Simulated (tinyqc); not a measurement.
Resistance of a circular point contact between the ballistic and the diffusive limit: two steps of the calculation.

Two half-spaces of a free-electron metal (one valley, spin 2) meet through a circular opening of radius a in an insulating sheet.

Inputs (values chosen for the exercise):

| symbol | value | unit | meaning |
|---|---|---|---|
| n | 3.7e22 | cm^-3 | free-electron density |
| l | 16 | nm | mean free path |
| a | 7.7 | nm | radius of the opening |

Constants: q = 1.602176634e-19 C, hbar = 1.054571817e-34 J s. Results are converted to the units shown.

Task 1. Fermi wave number and resistivity. kF = (3 pi^2 n)^(1/3), resistivity rho = hbar kF/(n q^2 l). Maxwell: RM = rho/(2 a); Sharvin: RS = 4 rho l/(3 pi a^2); interpolation R = RS + gamma RM, gamma = (1 + 0.83 K)/(1 + 1.33 K), K = l/a.

Find: kF; rho; modes (kF a)^2/4.

Result 1.

kF = 10.31 1/nm
rho = 7.154 uohm cm
modes (kF a)^2/4 = 1575

Task 2. Resistances. 

rho = 7.1538733 uohm cm

Find: RM; RS; gamma; R.

Result 2.

RM = 4.645 ohm
RS = 8.193 ohm
gamma = 0.7239
R = 11.56 ohm

The Sharvin term makes up 70.9 % of R; it equals (h/2q^2) over the number of modes.

tinyqc, about 0.01 s, one thread, Intel Xeon 2.30GHz (shared host): `OMP_NUM_THREADS=1 python tinyqc.py 2760123 2760124 out.jsonl`
